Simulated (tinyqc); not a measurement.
# Trap density from two Hall measurements

Problem. p-type body, charge-sheet picture, full ionisation (an idealisation for deep acceptors), Boltzmann statistics for free electrons. e = Ec - EF at the surface. psi = Eg - Vt ln(Nv/Na) - e; N_dep = sqrt(2 eps0 eps_r Na (psi - Vt)/q); n_f = sqrt(N_dep^2 + 2 eps0 eps_r Vt Nc exp(-e/Vt)/q) - N_dep; Vg = Vfb + psi + q (N_dep + n_t + n_f)/Cox, Cox = eps0 eox/tox. Find e and n_t at both points and the mean trap density between them.

Values chosen for this exercise; band and dielectric values close to those of 4H silicon carbide:
- T = 250 K (temperature)
- Eg = 3.2 eV (band gap)
- eps_r = 9.75 (relative permittivity)
- Nc = 1.28e19 cm^-3 (conduction-band density of states at T)
- Nv = 1.86e19 cm^-3 (valence-band density of states at T)
- eox = 3.9 (relative permittivity of the insulator)
- tox = 61 nm (insulator thickness)
- Na = 5.7e16 cm^-3 (acceptor density)
- Vfb = -2.05 V (flat-band voltage without trapped charge)

Constants: q = 1.602176634e-19 C, kB = 1.380649e-23 J/K, Vt = kB T/q, eps0 = 8.8541878128e-14 F/cm where lengths are in cm. Results are converted to the units shown.

Vg (V): 4.8334924  5.8529575
free sheet density from the Hall effect (cm^-2): 4.1753662e8  2.1115293e10

Answer. Each n_f fixes e; what the gate voltage holds beyond psi, N_dep and n_f is trapped; the difference quotient is the density, smeared over a few Vt.

e (eV): 0.170  0.0850
n_t (cm^-2): 7.42e10  3.64e11
mean trap density = 3.41e12 cm^-2 eV^-1

Computed by the program tinyqc: `OMP_NUM_THREADS=1 python tinyqc.py 2222181 2222182 out.jsonl`, one thread of a shared Intel Xeon 2.30GHz, about 0.02 s for the whole run.
